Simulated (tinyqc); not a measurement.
Inputs raised by 10 %, one at a time: Born-von Karman spring model of a cubic crystal with one atom per cell. Computed by tinyqc, a small Python program. Command: `OMP_NUM_THREADS=1 python tinyqc.py 3017753 3017754 out.jsonl springs sens`. One thread of a shared host (Intel(R) Xeon(R) Processor @ 2.30GHz), about 0.2 s of CPU time with the checks.

First neighbours lie at a/2 (1,1,0) (12 of them), second at a (1,0,0) (6), with all permutations and signs; the volume per atom is Omega = a^3/4.

Inputs (values chosen for the exercise, for a model crystal):
```
quantity               value           unit
lattice constant a      4.45       angstrom
atomic mass M            163              u
radial spring k1L      0.402  eV/angstrom^2
transverse spring k1T      0  eV/angstrom^2
radial spring k2L      0.019  eV/angstrom^2
transverse spring k2T      0  eV/angstrom^2
mesh divisions n           6              -
temperature T            150              K
```

Lattice: fcc.

Constants: 1 eV/angstrom^3 = 160.2176634 GPa; nu for 1 eV/(angstrom^2 u) = 15.6333042 THz; h x 1 THz = 4.135667696 meV; k_B = 8.617333262e-05 eV/K; hbar^2/u = 4.18015928e-03 eV angstrom^2.

Method:
- [ij,kl] = (1/(2 Omega)) sum_R K_ij R_k R_l; C11 = [xx,xx], C44 = [xx,yy], C12 = 2 [xy,xy] - C44; B = (C11 + 2 C12)/3; Zener ratio A = 2 C44/(C11 - C12). K(R) = kL n n^T + kT (1 - n n^T).
- A neighbour at R with unit vector n couples by the matrix K(R) = kL n n^T + kT (1 - n n^T), and D(q) = (1/M) sum_R K(R) [1 - cos(q.R)].
- An eigenvalue lambda of D in eV/(angstrom^2 u) gives nu = 15.6333042 THz x sqrt(lambda).
- Take the highest frequency at X = (1, 0, 0) (2 pi/a).
- Mesh: q = sum_i (m_i + 1/2)/n b_i, m_i = 0..n-1, with b = [[-1, 1, 1], [1, -1, 1], [1, 1, -1]] in 2 pi/a; sums are averages over the n^3 points, per atom.
- With x = h nu/(k_B T) and n = 1/(exp(x) - 1) for each mode: F = k_B T [x/2 + ln(1 - exp(-x))], U = k_B T x (n + 1/2), S/k_B = x n - ln(1 - exp(-x)), C/k_B = x^2 n (n + 1).
- <u_x^2> = (1/3) sum over modes of hbar^2/(2 M h nu) coth(x/2); zero-point energy = sum h nu/2. <u_x^2> converges slowly with the mesh, from below, with an error of order 1/n.

Runs:
```
input moved                         from      to  C11 (GPa)  C44 (GPa)  highest frequency at X (THz)  entropy S (k_B/atom)
base run                               -       -     31.683     14.474                        2.1959                5.3288
lattice constant a (angstrom)       4.45   4.895     28.803     13.158                        2.1959                5.3288
atomic mass M (u)                    163   179.3     31.683     14.474                        2.0937                5.4690
radial spring k1L (eV/angstrom^2)  0.402  0.4422     34.578     15.921                        2.3031                5.1931
radial spring k2L (eV/angstrom^2)  0.019  0.0209     31.957     14.474                        2.1959                5.3243
temperature T (K)                    150     165     31.683     14.474                        2.1959                5.6093
```

Exponents ln(y'/y) / ln(x'/x):
```
input                  C11  C44  highest frequency at X  entropy S
lattice constant a  -1.000   -1                     0.0      0.000
atomic mass M        0.000    0                    -0.5      0.272
radial spring k1L    0.917    1                     0.5     -0.271
radial spring k2L    0.090    0                     0.0     -0.009
temperature T        0.000    0                     0.0      0.538
```

Which inputs matter most for each result?

Among the inputs moved here: C11 answers most in size to lattice constant a (exponent -1.000), next to radial spring k1L (+0.917); its exponent is below 0.0005 for atomic mass M, temperature T. Its exponent -1.000 in lattice constant a: at fixed springs C scales as k/a. C44 answers most in size to lattice constant a (exponent -1.000), and about equally to radial spring k1L (+1.000); its exponent is below 0.0005 for atomic mass M, radial spring k2L, temperature T. Its exponent -1.000 in lattice constant a: at fixed springs C scales as k/a. Highest frequency at X answers most in size to atomic mass M (exponent -0.500), and about equally to radial spring k1L (+0.500); its exponent is below 0.0005 for lattice constant a, radial spring k2L, temperature T. Its exponent -0.500 in atomic mass M: every frequency scales as M^(-1/2). Entropy S answers most in size to temperature T (exponent +0.538), next to atomic mass M (+0.272); its exponent is below 0.0005 for lattice constant a.

Extremes, crossings and ranges named in words are read from the listed rows.
